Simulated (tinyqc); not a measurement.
Threshold-voltage variability of a planar MOSFET, analytic estimates: one step of the calculation.

Three independent sources add in quadrature: random dopants in the depleted layer, metal-gate grains of two orientations, and roughness of the two gate edges acting through the roll-off VT = VT(long) - Vr exp(-L/l). These are first-order estimates: no three-dimensional electrostatics, no percolation.

Problem. Random dopants. ni = sqrt(Nc Nv) exp(-Eg/(2 Vt)), Eg in volts; Cox = 3.9 eps0/ti; Wd = sqrt(4 eps0 eps_r Vt ln(Na/ni)/(q Na)); dopants: s1 = (q/Cox) sqrt(Na Wd/(3 L W)). The slope A1 = s1 sqrt(L W); mean number of dopants Na L W Wd.

Inputs (values chosen for the exercise); material values close to those of silicon:

| symbol | value | unit | meaning |
|---|---|---|---|
| T | 293 | K | temperature |
| Eg | 1.14 | eV | band gap |
| eps_r | 11.6 |  | relative permittivity of the semiconductor |
| Nc | 2.74e19 | cm^-3 | conduction-band density of states at T |
| Nv | 2.52e19 | cm^-3 | valence-band density of states at T |
| Na | 2.3e18 | cm^-3 | channel doping |
| ti | 1.9 | nm | oxide-equivalent thickness in inversion |
| L | 25 | nm | gate length |
| W | 120 | nm | gate width |

Constants: q = 1.602176634e-19 C, kB = 1.380649e-23 J/K, Vt = kB T/q, eps0 = 8.8541878128e-14 F/cm where lengths are in cm. Results are converted to the units shown.

Give: Cox; Wd; mean number of dopants; A1; s1.

Solution.

Cox = 1.817 uF/cm^2
Wd = 23.81 nm
mean number of dopants = 164.3
A1 = 1.191 mV um
s1 = 21.75 mV

Counting alone, 1/sqrt(N) of the depletion voltage q Na Wd/Cox = 483 mV, would give sqrt(3) times more: dopants deep in the layer act less on the surface.

Program tinyqc, `OMP_NUM_THREADS=1 python tinyqc.py 2090035 2090036 out.jsonl`; Intel Xeon 2.30GHz, shared host, one thread, about 0.01 s.
